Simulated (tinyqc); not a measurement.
# Changing the trap density N_t

Model: carrier lifetime from Shockley-Read-Hall, radiative, Auger and surface recombination. Computed by tinyqc, a small Python program. Command: `OMP_NUM_THREADS=1 python tinyqc.py 3028962 3028963 out.jsonl lifetime sweep`. One thread of a shared host (Intel(R) Xeon(R) Processor @ 2.30GHz), about 0.02 s of CPU time with the checks.

Energies are counted from the top of the valence band. Boltzmann statistics, full ionisation, and equal excess densities of electrons and holes.

Inputs (values chosen for the exercise, for a model semiconductor):
```
quantity,value,unit
gap E_g,2.32,eV
electron mass m_e,0.122,m_0
valleys M_c,1,-
hole mass m_h,0.751,m_0
temperature T,300,K
doping N,4.8e+14,cm^-3
trap level E_t,0.851,eV
electron cross-section sigma_n,8.9e-14,cm^2
hole cross-section sigma_p,3.2e-15,cm^2
radiative coefficient B,4.7e-10,cm^3/s
Auger coefficient C_n,1.8e-30,cm^6/s
Auger coefficient C_p,1.5e-31,cm^6/s
excess density dn,1.1e+13,cm^-3
generation rate G,1.9e+18,cm^-3 s^-1
diffusion coefficient D,34,cm^2/s
surface velocity S,60000,cm/s
thickness W,320,micrometre
```

Doping: n-type. Surface term: two equal surfaces.

Constants: m_0 = 9.1093837015e-31 kg; k_B = 1.380649e-23 J/K; h = 6.62607015e-34 J s; k_B = 8.617333262e-05 eV/K.

Method:
- N_c = 2 M_c (2 pi m_e k_B T/h^2)^(3/2) and N_v = 2 (2 pi m_h k_B T/h^2)^(3/2), masses in units of m_0.
- n_i = sqrt(N_c N_v) exp(-E_g/2 k_B T); majority density N/2 + sqrt(N^2/4 + n_i^2), minority density n_i^2 over it.
- v = sqrt(3 k_B T/m) with m_e or m_h; tau_n0 = 1/(sigma_n v_n N_t), tau_p0 = 1/(sigma_p v_p N_t); n1 = N_c exp(-(E_g - E_t)/k_B T), p1 = N_v exp(-E_t/k_B T).
- The slowest diffusion mode has x tan x = S W/(2 D) with 0 < x < pi/2 (bisection), and tau_s = W^2/(4 x^2 D). The common approximation is W/(2 S) + W^2/(pi^2 D).
- With n = n_0 + dn, p = p_0 + dn and U/dn = 1/tau: (n p - n_i^2)/dn = n_0 + p_0 + dn = s; 1/tau_SRH = s/[tau_p0 (n + n1) + tau_n0 (p + p1)]; 1/tau_rad = B s; 1/tau_Aug = (C_n n + C_p p) s; the rates add, with 1/tau_s.
- Radiative efficiency = tau_eff/tau_rad; effective diffusion length = sqrt(D tau_eff).
- dn solves dn/tau_eff(dn) = G (60 bisections in ln dn between 1e-2 and 1e22 cm^-3); the splitting of the quasi-Fermi levels is k_B T ln(n p/n_i^2).

One run for each value:
```
trap density N_t (cm^-3),effective lifetime at dn (s),radiative efficiency at dn,quasi-Fermi splitting under G (eV),effective diffusion length at dn (micrometre)
1.00e+10,1.863e-06,0.4298,1.724,79.58
5.00e+10,1.857e-06,0.4285,1.724,79.45
3.00e+11,1.820e-06,0.4200,1.724,78.67
1.00e+12,1.725e-06,0.3982,1.722,76.59
7.00e+12,1.193e-06,0.2753,1.713,63.69
4.00e+13,4.423e-07,0.1021,1.687,38.78
2.00e+14,1.092e-07,0.0252,1.651,19.27
1.00e+15,2.291e-08,0.0053,1.610,8.83
```

What does the table show, and why?

Over the rows, effective lifetime at dn (s) falls from 1.86e-6 to 2.29e-8 (exponent d ln y / d ln x -0.0020 between the first rows and -0.97 between the last); radiative efficiency at dn falls from 0.430 to 0.00529 (exponent d ln y / d ln x -0.0020 between the first rows and -0.97 between the last); quasi-Fermi splitting under G (eV) falls from 1.72 to 1.61. At the high end the exponent of effective lifetime at dn is -0.97, close to -1: SRH recombination rules. At the low end the exponent of effective lifetime at dn is 0.00, close to 0: other channels rule.

Caution (all rows): the layer is thicker than two bulk diffusion lengths: adding 1/tau_s describes the late decay, and understates the surface loss in a steady state. Caution (rows 2.00e14, 1.00e15): the trap density is not small against the doping, so trapped charge breaks the equality of the excess densities.

Extremes, crossings and ranges named in words are read from the listed rows.
